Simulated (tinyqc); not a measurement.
Worked calculation: chemically amplified photoresist: aerial image, acid generation, bake, development and line width. Computed by tinyqc, a small Python program that keeps every step. Command: `OMP_NUM_THREADS=1 python tinyqc.py 3029965 3029966 out.jsonl resist walk`. One thread of a shared host (Intel(R) Xeon(R) Processor @ 2.30GHz), about 0.03 s of CPU time with the checks. Intermediate numbers are printed to about 6 digits and carried at full precision; extremes and crossings named in words are read from the listed rows.

Lines and spaces of pitch p with a two-beam-like image; x = 0 is the middle of the bright space. The resist is positive and treated as uniform in depth.

Inputs (values chosen for the exercise, for a model resist at 248 nm):

| quantity | value | unit |
|---|---|---|
| pitch p | 340 | nm |
| image contrast c | 0.84 | - |
| mean dose E | 17.1 | mJ/cm^2 |
| Dill parameter C | 0.019 | cm^2/mJ |
| quencher load q, relative to the acid generator | 0.062 | - |
| acid diffusivity D | 1.8 | nm^2/s |
| bake time t | 90 | s |
| amplification rate k_amp | 0.024 | 1/s |
| threshold protection m_th | 0.56 | - |
| development selectivity n | 20 | - |
| largest rate r_max | 350 | nm/s |
| smallest rate r_min | 0.023 | nm/s |
| resist thickness d | 290 | nm |
| development time t_d | 45 | s |
| photon energy | 5 | eV |
| absorption coefficient alpha | 1.1 | 1/um |

## Acid image and its blur

Dose E(x) = E [1 + c cos(2 pi x/p)]; acid h = 1 - exp(-C E(x)). Bake: the acid image is blurred by a Gaussian of variance sigma^2 = 2 D t (each Fourier term k of h, taken on 64 points, is multiplied by exp(-4 pi^2 k^2 D t/p^2)). Cosine coefficients: h(x) = sum_k h_k cos(2 pi k x/p).

diffusion length sigma = sqrt(2 D t) = 18 nm

h_0 to h_4 before the bake: 0.263882  0.199051  -0.013539  0.000615  -0.000021

h_0 to h_4 after the blur: 0.263882  0.188338  -0.010851  0.000374  -0.000009

blur factor of the first harmonic = 0.946178

sigma/p = 0.053; the blur keeps 95 % of the modulation.

## From image to dissolution rate

The quencher then removes q, h_eff = max(h_blurred - q, 0); protection m = exp(-k_amp t h_eff). Mack rate r = r_max (a + 1)(1 - m)^n/(a + (1 - m)^n) + r_min, a = ((n + 1)/(n - 1))(1 - m_th)^n.

Across half a pitch:

| x/p | x (nm) | dose (mJ/cm^2) | blurred acid | protection m | rate (nm/s) |
|---|---|---|---|---|---|
| 0.00 | 0 | 31.4640 | 0.441734 | 0.440333 | 3.46903e+02 |
| 0.05 | 17 | 30.7610 | 0.434440 | 0.447325 | 3.46022e+02 |
| 0.10 | 34 | 28.7207 | 0.412789 | 0.468742 | 3.41323e+02 |
| 0.15 | 51 | 25.5429 | 0.377589 | 0.505770 | 3.15871e+02 |
| 0.20 | 68 | 21.5387 | 0.330556 | 0.559853 | 1.66855e+02 |
| 0.25 | 85 | 17.1000 | 0.274725 | 0.631608 | 8.86661e+00 |
| 0.30 | 102 | 12.6613 | 0.214761 | 0.718950 | 6.34748e-02 |
| 0.35 | 119 | 8.6571 | 0.156896 | 0.814668 | 2.30098e-02 |
| 0.40 | 136 | 5.4793 | 0.108283 | 0.904863 | 2.30000e-02 |
| 0.45 | 153 | 3.4390 | 0.075761 | 0.970713 | 2.30000e-02 |
| 0.50 | 170 | 2.7360 | 0.064311 | 0.995021 | 2.30000e-02 |

The dose varies by a factor 11.50 across the pattern and the rate by 15100.

## Space width and dose latitude

Edge: vertical development clears the film where r t_d >= d; the space width is twice the x where r = d/t_d. Dose sensitivity = d ln(width)/d ln E from widths at 1.005 E and E/1.005; image log-slope at the edge = |d ln E/dx|, normalised by the width (NILS); latitude for 10 % of width = 10 %/sensitivity.

space width = 172.514 nm

dose sensitivity = 0.757795

NILS = 2.73051

dose latitude = 13.1962 %

At the same width a resist without blur would give a sensitivity 2/NILS = 0.732; the blur multiplies it by 1.03. Caution: lateral development, standing waves and the joint diffusion of acid and quencher are left out, so widths are indicative.

## Photon statistics at the edge

The edge lies at x = width/2. Absorbed photons per volume N = E(edge) alpha/(photon energy), 1 mJ/cm^2 = 62.41509 eV/nm^2, alpha in 1/nm; a Gaussian blur averages over a volume V = (2 sqrt(pi) sigma)^3; relative noise 1/sqrt(N V); edge noise sigma_x = (dh/d ln E) noise/|dh/dx|, with both derivatives of the blurred acid at the edge.

absorbed photons N = 0.230224 1/nm^3

photons in the blur volume = 59811.4

edge noise from photons = 0.267266 nm

Caution: the noise counts photons alone (acid and quencher statistics add to it) and takes the film as thicker than the blur; a thinner film averages in two dimensions only.

## Blur against noise

For each sigma the edge is held at x = p/4; N is taken at the mean dose; edge noise = (dh/d ln E)/(sqrt(N V) |dh/dx|), both derivatives taken of the blurred acid, V = (2 sqrt(pi) sigma)^3, N = E alpha/(photon energy), 1 mJ/cm^2 = 62.41509 eV/nm^2.

Trade-off:

| sigma/p | sigma (nm) | blur factor | photons in V | edge noise (nm) |
|---|---|---|---|---|
| 0.02 | 6.8 | 0.992135 | 3.28889e+03 | 1.12818 |
| 0.04 | 13.6 | 0.968911 | 2.63112e+04 | 0.40437 |
| 0.07 | 23.8 | 0.907808 | 1.41011e+05 | 0.18221 |
| 0.10 | 34.0 | 0.820869 | 4.11112e+05 | 0.11508 |
| 0.14 | 47.6 | 0.679167 | 1.12809e+06 | 0.08176 |
| 0.18 | 61.2 | 0.527530 | 2.39760e+06 | 0.07115 |
| 0.22 | 74.8 | 0.384667 | 4.37752e+06 | 0.07178 |
| 0.27 | 91.8 | 0.237168 | 8.09191e+06 | 0.08546 |
| 0.33 | 112.2 | 0.116531 | 1.47741e+07 | 0.12867 |

The noise is least near sigma/p = 0.18 among these rows. More diffusion averages over more photons (noise falls as sigma^(-3/2)) until it erases the image slope (factor exp(-2 pi^2 sigma^2/p^2)); for a pure cosine the two balance at sigma/p = sqrt(3/8)/pi = 0.195. Caution: for a film thinner than the blur the noise falls as 1/sigma only, and the optimum moves to sigma/p = 1/(2 pi) = 0.159.

Checks made by the program: sensitivity 2/NILS in the limit of no diffusion (relative difference 1e-06).
